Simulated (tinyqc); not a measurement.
# Mass and degeneracy from charge and saturation current

Problem. At high drain voltage only states moving towards the drain are filled: I = gv (2 q^2/h) Vt ln(1 + exp eta) and n = (N0/2) F_(-1/2)(eta), N0 = gv sqrt(2 m kB T/pi)/hbar, F_(-1/2)(x) = (1/sqrt(pi)) int_0^infinity u^(-1/2)/(1 + exp(u - x)) du. Find eta and m.

Parameters, values chosen for the exercise: temperature T = 400 K; valley degeneracy gv = 1.

Constants: q = 1.602176634e-19 C, kB = 1.380649e-23 J/K, hbar = 1.054571817e-34 J s, h = 6.62607015e-34 J s, m0 = 9.1093837015e-31 kg, Vt = kB T/q. Results are converted to the units shown.

n = 7.1961281e5 cm^-1
I = 3.5268991 uA

Solution. In one dimension the current holds no mass, so it gives eta directly; n then gives m.

eta = 1.010
m = 0.06760 m0

Program tinyqc, `OMP_NUM_THREADS=1 python tinyqc.py 2400093 2400094 out.jsonl`; Intel Xeon 2.30GHz, shared host, one thread, about 0.03 s.
